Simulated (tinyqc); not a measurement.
Inside a calculation. Model: self-heating of a transistor with one or more fingers, with temperature-dependent conductivity. Computed by tinyqc, a small Python program that keeps every step. Command: `OMP_NUM_THREADS=1 python tinyqc.py 3018163 3018164 out.jsonl selfheat walk`. One thread of a shared host (Intel(R) Xeon(R) Processor @ 2.30GHz), about 0.06 s of CPU time with the checks. Intermediate numbers are printed to about 5 digits and carried at full precision; extremes and crossings named in words are read from the listed rows.

N long parallel fingers lie on the top face of a slab whose bottom is held at T_0; the top is otherwise insulated, and heat flows in two dimensions. P in W/mm is 1000 P in W/m.

Inputs (values chosen for the exercise, modelled on gallium oxide):

| quantity | value | unit |
|---|---|---|
| conductivity at the base temperature kappa_0 | 17.5 | W/(m K) |
| exponent m in kappa ~ T^-m | 1.17 | - |
| base temperature T_0 | 358 | K |
| power per gate width P | 0.29 | W/mm |
| fingers N | 1 | - |
| finger pitch s | 10 | micrometre |
| width of the heat source w | 0.56 | micrometre |
| substrate thickness t | 87 | micrometre |
| phonon free path Lambda | 32 | nm |
| heat capacity C | 3.35 | 1e6 J/(m^3 K) |
| pulse length | 180 | microsecond |

Power: fixed power.

## Geometry factors

A line source of power P on the top face raises the top at distance x by (P/(pi kappa_0)) g(x), g(x) = -ln tanh(pi x/(4 t)) (the image sum for the slab). On a strip of width w the centre sees the mean of g over the strip, g_0 = 1 + ln(8 t/(pi w)) for w much below t.

own factor g_0 = 6.9804

g(j s), j = 1..7: 2.4076  1.7225  1.3303  1.0608  0.8603  0.7047  0.5809

## Linear temperature rise of each finger

theta_i = (P/(pi kappa_0)) [g_0 + sum over j != i of g(|i - j| s)], with equal powers and constant conductivity; thermal resistance = largest theta/P.

theta of each finger (K): 36.821

largest theta = 36.821 K

thermal resistance = 126.97 K mm/W

## Correction for the falling conductivity

Kirchhoff transformation for kappa = kappa_0 (T/T_0)^-m: T = T_0 [1 - (m - 1) theta/T_0]^(-1/(m - 1)), where theta is the linear rise. The bracket vanishes at the power P T_0/((m - 1) theta).

peak temperature = 397.14 K

true rise = 39.142 K

true rise / linear rise = 1.0630

power at which the formula diverges = 16.586 W/mm

The falling conductivity adds 6.3 % to the rise.

## Extra rise from ballistic phonons

Near a source smaller than the free path, Fourier's law overstates the flow. Rough estimate: a strip that emits phonons into a half space adds a resistance times area of 4 Lambda/(3 kappa_0), from the ballistic flux C v Delta T/4 with kappa_0 = C v Lambda/3, so Delta T_b = 4 Lambda P/(3 kappa_0 w); Knudsen number Lambda/w.

Knudsen number = 0.057143

ballistic rise Delta T_b = 1.2626 K

Delta T_b / largest theta = 0.034290

By this estimate the ballistic term is at most a fifth of the Fourier rise.

## Rise at the end of a pulse

After switching on, theta(tau) = (P D/kappa_0) int_0^tau X(u) Z(u) du at the hottest finger, D = kappa_0/C; X = sum over fingers at distance x of [erf((x + w/2)/r) - erf((x - w/2)/r)]/(2 w), Z = sum_(j=-200..200) (-1)^j exp(-(2 j t/r)^2)/sqrt(pi D u), r = 2 sqrt(D u); trapezoid rule on 300 points evenly spaced in ln u from u_0 = 1e-3 min(tau, w^2/D) to tau, plus the exact piece 2 sqrt(u_0/(pi D))/w below u_0. Conductivity and power are held at their base values here, and Fourier's law is used even where the diffusion length is near a phonon free path.

diffusivity D = 5.2239 micrometre^2/microsecond

diffusion length sqrt(D tau) = 30.664 micrometre

linear rise after the pulse = 32.18 K

share of the steady rise = 0.874

## Rise against time

The formulas are those given above.

Heating curve:

| time (microsecond) | sqrt(D time) (micrometre) | rise (K) | share of the steady rise |
|---|---|---|---|
| 0.0014 | 0.085519 | 2.8486 | 0.07737 |
| 0.014 | 0.27043 | 7.4519 | 0.2024 |
| 0.14 | 0.85519 | 13.322 | 0.3618 |
| 1.4 | 2.7043 | 19.373 | 0.5262 |
| 14 | 8.5519 | 25.444 | 0.691 |
| 72 | 19.394 | 29.763 | 0.8083 |
| 290 | 38.922 | 33.431 | 0.908 |
| 870 | 67.415 | 35.922 | 0.9756 |
| 2200 | 107.20 | 36.755 | 0.9982 |

Half the steady rise is reached between 0.14 and 1.4 microseconds, and the last row holds 99.8 % of it; the slowest time constant is 4 t^2/(pi^2 D) = 587 microseconds. While the diffusion length lies between w and the pitch or thickness, the rise grows as the logarithm of time.

Checks made by the program: g(s) against the alternating image sum (relative difference 5e-07); Kirchhoff integral of kappa/kappa_0 from T_0 to T (relative difference below 1e-10); long-time limit against the steady rise (relative difference 1e-05).
